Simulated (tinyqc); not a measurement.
On-chip power grid, static voltage drop by conjugate gradients: two steps of the calculation.

A grid of 4 rows and 4 columns, node k = 4 row + column. Neighbours in a row are joined by Rx, in a column by Ry; pad nodes, which reach the supply through Rp: 0, 15. Each node draws I0, node 1 draws kh I0. The drops u = Vdd - V solve G u = i, with G the conductance matrix (1/Rp added on the diagonal at pad nodes).

Values chosen for this exercise:
```
symbol,value,unit,meaning
Vdd,0.9,V,supply voltage
Rx,1.6,ohm,resistance of a horizontal segment
Ry,1.4,ohm,resistance of a vertical segment
Rp,0.53,ohm,resistance from a pad node to the supply
I0,1.1,mA,load current of an ordinary node
kh,1,,factor on the load at the hot node
```

Question 1. Diagonal of G, loads and first direction. G_kk = sum of the conductances at node k. Start u = 0, so the residual is r = i; z = r/G_kk (Jacobi preconditioner), p = z.

Wanted: G_kk; r at the start; p at the start.

Answer 1.

G_kk (S):
```
        col 0   col 1   col 2   col 3
row 0  3.2261  1.9643  1.9643  1.3393
row 1  2.0536  2.6786  2.6786  2.0536
row 2  2.0536  2.6786  2.6786  2.0536
row 3  1.3393  1.9643  1.9643  3.2261
```

r at the start (mA):
```
        col 0   col 1   col 2   col 3
row 0  1.1000  1.1000  1.1000  1.1000
row 1  1.1000  1.1000  1.1000  1.1000
row 2  1.1000  1.1000  1.1000  1.1000
row 3  1.1000  1.1000  1.1000  1.1000
```

p at the start (mV):
```
         col 0    col 1    col 2    col 3
row 0  0.34097  0.56000  0.56000  0.82133
row 1  0.53565  0.41067  0.41067  0.53565
row 2  0.53565  0.41067  0.41067  0.53565
row 3  0.82133  0.56000  0.56000  0.34097
```

Question 2. Worst drop, pad currents and power lost. Pad current u/Rp; worst drop as a share of Vdd; power lost in the grid and pads sum_k i_k u_k; power delivered sum_k i_k (Vdd - u_k).

converged u (mV):
```
           col 0      col 1      col 2      col 3
row 0   4.664000  10.559935  12.967228  13.700496
row 1  10.285057  12.072496  12.892000  12.802105
row 2  12.802105  12.892000  12.072496  10.285057
row 3  13.700496  12.967228  10.559935   4.664000
```

Find: worst drop; share of Vdd; pad currents; power lost; power delivered.

Answer 2.

worst drop = 13.70 mV
share of Vdd = 1.522 %
pad currents (mA): node 0 8.800, node 15 8.800
power lost = 0.1979 mW
power delivered = 15.64 mW

The pad currents add up to the total load, 17.60 mA. The worst drop is at node 3 and 12.

Numbers from tinyqc (`OMP_NUM_THREADS=1 python tinyqc.py 2770162 2770163 out.jsonl`; about 0.3 s on one thread of a shared Intel Xeon 2.30GHz).
